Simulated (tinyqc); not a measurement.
Inside a calculation. Method: UHF in the 3-21g basis, for H3-, spin multiplicity 1. The basis has no diffuse functions, so it cannot describe the extra electron: this is an exercise in the method, not the real anion. One step of it, computed by the program tinyqc.

Question. Iteration 2: diagonalisation and new density. A level shift of 0.2 hartree raises the virtual space: F + shift (S - S D(s) S), with D(s) the density of one spin. Diagonalise F' = X^T F X, C = X C', fill 2 alpha and 2 beta electrons from the bottom; D(s) = C_occ C_occ^T; the new density keeps 0.2 of the old one (damping). Each column has its largest component positive (the first on a tie).

extrapolated F(alpha) (hartree), lower triangle:
```
           1H 1s      1H 2s      2H 1s      2H 2s      3H 1s      3H 2s
1H 1s   0.475831
1H 2s  -0.296151  -0.148082
2H 1s  -0.319369  -0.256055   0.614834
2H 2s  -0.312076  -0.161736  -0.198885  -0.026559
3H 1s  -0.272355  -0.268245  -0.021610  -0.111653   0.443819
3H 2s  -0.260114  -0.159922  -0.120256  -0.133991  -0.307953  -0.097153
```

extrapolated F(beta) (hartree), lower triangle:
```
           1H 1s      1H 2s      2H 1s      2H 2s      3H 1s      3H 2s
1H 1s   0.475826
1H 2s  -0.296153  -0.148082
2H 1s  -0.272341  -0.268232   0.443835
2H 2s  -0.260104  -0.159917  -0.307943  -0.097145
3H 1s  -0.319381  -0.256066  -0.021610  -0.120259   0.614813
3H 2s  -0.312085  -0.161739  -0.111650  -0.133991  -0.198897  -0.026567
```

X:
```
               1          2          3          4          5         6
1H 1s  -0.772038  -0.000009   0.672206   0.936295  -0.000011  0.223222
1H 2s   3.133569  -0.000010  -0.510399   0.128666   0.000000  0.304506
2H 1s   0.261467  -0.821836   0.727542  -0.497451   0.475740  0.168852
2H 2s  -1.773694   1.089977  -0.489881  -0.163434   0.358709  0.245288
3H 1s   0.261484   0.821819   0.727549  -0.497475  -0.475726  0.168857
3H 2s  -1.773763  -1.089944  -0.489902  -0.163459  -0.358694  0.245292
```

D(alpha) after iteration 1, lower triangle:
```
           1H 1s      1H 2s      2H 1s      2H 2s     3H 1s     3H 2s
1H 1s   0.104479
1H 2s   0.135190   0.244323
2H 1s   0.059973   0.083048   0.041209
2H 2s   0.121942   0.194641   0.082658   0.177414
3H 1s  -0.054024  -0.052178  -0.056369  -0.099130  0.183146
3H 2s  -0.081785  -0.158906  -0.103156  -0.210683  0.309120  0.629568
```

D(beta) after iteration 1, lower triangle:
```
           1H 1s      1H 2s      2H 1s      2H 2s     3H 1s     3H 2s
1H 1s   0.104482
1H 2s   0.135190   0.244317
2H 1s  -0.054029  -0.052177   0.183143
2H 2s  -0.081794  -0.158902   0.309120   0.629573
3H 1s   0.059975   0.083048  -0.056367  -0.103154  0.041209
3H 2s   0.121941   0.194632  -0.099119  -0.210663  0.082655  0.177398
```

overlap S, lower triangle:
```
          1H 1s     1H 2s     2H 1s     2H 2s     3H 1s     3H 2s
1H 1s  1.000000
1H 2s  0.645899  1.000000
2H 1s  0.239961  0.401199  1.000000
2H 2s  0.401199  0.749457  0.645899  1.000000
3H 1s  0.239982  0.401211  0.004763  0.097809  1.000000
3H 2s  0.401211  0.749470  0.097809  0.318417  0.645899  1.000000
```

Give: F' = X^T F X; orbital energies; coefficients C; F' = X^T F X; orbital energies; coefficients C; D(alpha) after iteration 2; D(beta) after iteration 2.

Answer.

F' = X^T F X (alpha) (hartree), lower triangle:
```
         1        2        3        4       5        6
1   1.3712
2  -0.0210   1.5992
3  -0.0784  -0.0123   1.5760
4  -0.5697  -0.0213  -0.1347   1.4543
5  -0.0654  -0.4723   0.0221  -0.1623  0.2007
6   0.0104  -0.0139  -0.0018  -0.0333  0.0356  -0.2940
```

orbital energies (alpha) (hartree): MO1 -0.2971, MO2 0.0241, MO3 0.8426, MO4 1.5986, MO5 1.7445, MO6 1.9947

coefficients C (alpha):
```
          MO1      MO2      MO3      MO4      MO5      MO6
1H 1s  0.2376  -0.0825   0.1941  -0.7698   0.2039  -1.1133
1H 2s  0.2839  -0.4074   2.1908   1.1799  -0.3626   1.9025
2H 1s  0.1355  -0.1816  -0.0241  -0.5570   0.9438   0.7227
2H 2s  0.2097  -0.4267  -1.6027  -0.0566  -0.8072  -1.1577
3H 1s  0.1917   0.2396   0.0297  -0.7839  -0.8828   0.5352
3H 2s  0.2961   0.8644  -1.3205   0.2187   1.0428  -1.0373
```

F' = X^T F X (beta) (hartree), lower triangle:
```
         1        2        3        4        5        6
1   1.3712
2   0.0210   1.5992
3  -0.0784   0.0122   1.5760
4  -0.5697   0.0213  -0.1347   1.4543
5   0.0654  -0.4723  -0.0221   0.1622   0.2007
6   0.0104   0.0139  -0.0018  -0.0333  -0.0355  -0.2940
```

orbital energies (beta) (hartree): MO1 -0.2971, MO2 0.0241, MO3 0.8426, MO4 1.5986, MO5 1.7445, MO6 1.9947

coefficients C (beta):
```
          MO1      MO2      MO3      MO4      MO5      MO6
1H 1s  0.2376  -0.0825   0.1941  -0.7698   0.2038  -1.1133
1H 2s  0.2839  -0.4074   2.1908   1.1799  -0.3625   1.9025
2H 1s  0.1917   0.2396   0.0297  -0.7838  -0.8830   0.5352
2H 2s  0.2961   0.8644  -1.3204   0.2185   1.0429  -1.0372
3H 1s  0.1356  -0.1816  -0.0241  -0.5571   0.9437   0.7228
3H 2s  0.2097  -0.4267  -1.6027  -0.0565  -0.8071  -1.1578
```

D(alpha) after iteration 2, lower triangle:
```
         1H 1s    1H 2s    2H 1s    2H 2s   3H 1s   3H 2s
1H 1s   0.0715
1H 2s   0.1079   0.2461
2H 1s   0.0497   0.1066   0.0493
2H 2s   0.0924   0.2256   0.1013   0.2163
3H 1s   0.0098  -0.0450  -0.0253  -0.0695  0.1120
3H 2s  -0.0172  -0.2462  -0.1141  -0.2875  0.2729  0.7938
```

D(beta) after iteration 2, lower triangle:
```
         1H 1s    1H 2s    2H 1s    2H 2s   3H 1s   3H 2s
1H 1s   0.0715
1H 2s   0.1079   0.2461
2H 1s   0.0098  -0.0450   0.1120
2H 2s  -0.0172  -0.2462   0.2729   0.7938
3H 1s   0.0498   0.1066  -0.0253  -0.1141  0.0493
3H 2s   0.0924   0.2256  -0.0695  -0.2875  0.1013  0.2163
```
